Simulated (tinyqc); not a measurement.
Haynes-Shockley experiment: drift, diffusion and decay of a minority-carrier pulse: one step, computed by the program tinyqc. Command: `OMP_NUM_THREADS=1 python tinyqc.py 3112928 3112929 out.jsonl haynes walk`. One thread of a shared host (Intel(R) Xeon(R) Processor @ 2.30GHz), about 0.01 s of CPU time with the checks.

A thin sheet of excess carriers is made at x = 0, t = 0 in a long uniform bar; injection is low, so the pulse moves with the minority mobility.

Question. The signal at the collector. dn(x, t) = N0/sqrt(4 pi D t) exp(-(x - v t)^2/(4 D t) - t/tau). At fixed x the signal peaks where d ln(dn)/dt = 0: a t^2 + t/2 - x^2/(4 D) = 0 with a = v^2/(4 D) + 1/tau. The full width at half maximum is found by solving dn(x, t) = peak/2 on both sides of the peak.

Inputs (values chosen for the exercise, modelled on electrons in p-type germanium in a lightly doped bar):
```
quantity                       value         unit
lifetime tau                     340  microsecond
temperature T                    250            K
distance d to the collector     0.42           cm
injected sheet density N0    2.2e+09       1/cm^2
```

drift velocity v = 29008 cm/s

D = 84.44987 cm^2/s

Give: time of the peak t_p; peak density; width at half maximum.

Answer.

time of the peak t_p = 14.37 microsecond

peak density = 1.704e+10 1/cm^3

width at half maximum = 3.993 microsecond
